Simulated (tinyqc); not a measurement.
# Haynes-Shockley experiment: drift, diffusion and decay of a minority-carrier pulse, step by step

A worked calculation. Computed by tinyqc, a small Python program that keeps every step. Command: `OMP_NUM_THREADS=1 python tinyqc.py 3114148 3114149 out.jsonl haynes walk`. One thread of a shared host (Intel(R) Xeon(R) Processor @ 2.30GHz), about 0.01 s of CPU time with the checks. Intermediate numbers are printed to about 6 digits and carried at full precision; extremes and crossings named in words are read from the listed rows.

A thin sheet of excess carriers is made at x = 0, t = 0 in a long uniform bar; injection is low, so the pulse moves with the minority mobility.

Inputs (values chosen for the exercise, modelled on electrons in p-type germanium in a lightly doped bar):
```
quantity,value,unit
minority mobility mu,4140,cm^2/(V s)
lifetime tau,190,microsecond
temperature T,250,K
field F,5.3,V/cm
distance d to the collector,0.73,cm
second distance d2,1.3,cm
injected sheet density N0,5.3e+09,1/cm^2
```

Constants: k_B = 8.617333262e-05 eV/K.

## Transport coefficients

D = mu k_B T/e, v = mu F. Transit time d/v, diffusion length sqrt(D tau), drift length v tau, Peclet number v d/D = e F d/(k_B T).

D = 89.1894 cm^2/s

drift velocity v = 21942 cm/s

transit time d/v = 33.2695 microsecond

diffusion length = 1301.77 micrometre

drift length v tau = 4.16898 cm

Peclet number = 179.592

The pulse must travel 0.175 drift lengths.

## The signal at the collector

dn(x, t) = N0/sqrt(4 pi D t) exp(-(x - v t)^2/(4 D t) - t/tau). At fixed x the signal peaks where d ln(dn)/dt = 0: a t^2 + t/2 - x^2/(4 D) = 0 with a = v^2/(4 D) + 1/tau. The full width at half maximum is found by solving dn(x, t) = peak/2 on both sides of the peak.

time of the peak t_p = 33.0208 microsecond

peak density = 2.30964e+10 1/cm^3

width at half maximum = 8.21359 microsecond

The peak comes 0.75 % before d/v, since spreading and recombination both weaken the later part of the pulse.

## Shape in time

Times are 0.7, 0.8, 0.9, 0.95, 1, 1.05, 1.1, 1.2 and 1.4 t_p.

Signal at d:
```
t/t_p,t (microsecond),dn (1/cm^3),dn/peak
0.70,23.1146,7.07893e+07,3.06495e-03
0.80,26.4167,2.43379e+09,1.05375e-01
0.90,29.7187,1.40095e+10,6.06566e-01
0.95,31.3698,2.05176e+10,8.88345e-01
1.00,33.0208,2.30964e+10,1.00000e+00
1.05,34.6719,2.07507e+10,8.98436e-01
1.10,36.3229,1.53449e+10,6.64386e-01
1.20,39.6250,5.15852e+09,2.23347e-01
1.40,46.2292,1.35553e+08,5.86901e-03
```

At 0.9 and 1.1 t_p the signal is 0.607 and 0.664 of its peak: the trailing side is the wider one.

## Simple reading of the pulse

With w the full width at half maximum: mu = d/(F t_p); D = (w d)^2/(16 ln2 t_p^3); Einstein ratio D/mu against k_B T/e.

apparent mobility = 4171.18 cm^2/(V s)

apparent D = 90.0331 cm^2/s

apparent D/mu = 21.5846 mV

error of mu = 0.753178 %

error of D = 0.945949 %

The true k_B T/e is 21.54 mV.

## Two distances

Differences remove part of the bias: mu = (d2 - d)/(F (t_p2 - t_p)). The time-integrated signal is A(x) = (N0/u) exp(x (v - u)/(2 D)), u = sqrt(v^2 + 4 D/tau); the simple lifetime is tau = (t_p2 - t_p)/ln(A(d)/A(d2)).

t_p2 = 58.9477 microsecond

mobility from two distances = 4148.10 cm^2/(V s)

area ratio A(d)/A(d2) = 1.14636

lifetime from areas = 189.814 microsecond

Errors: mobility +0.20 % (one distance +0.75 %), lifetime -0.10 %.

## How the errors depend on the field

With w that width: mu = d/(F t_p); D = (w d)^2/(16 ln2 t_p^3). The field is scaled by the factors listed.

Errors of the simple reading:
```
factor,F (V/cm),v d/D,v^2 tau/(4 D),error of mu (%),error of D (%)
0.5,2.65,89.80,64.1,1.89678,1.89085
0.7,3.71,125.71,125.6,1.19578,1.35168
1.0,5.30,179.59,256.4,0.75318,0.94595
1.5,7.95,269.39,576.9,0.45853,0.63020
2.5,13.25,448.98,1602.6,0.25417,0.37780
4.0,21.20,718.37,4102.5,0.15149,0.23598
7.0,37.10,1257.14,12564.0,0.08356,0.13478
```

The error of mu falls from 1.90 to 0.0836 %. For large v d/D it is about D/(v d) + 2 D/(v^2 tau), here 0.0835 % in the last row: one part from spreading, one from recombination.

Checks made by the program: area of the signal against its closed form (relative difference below 1e-10).
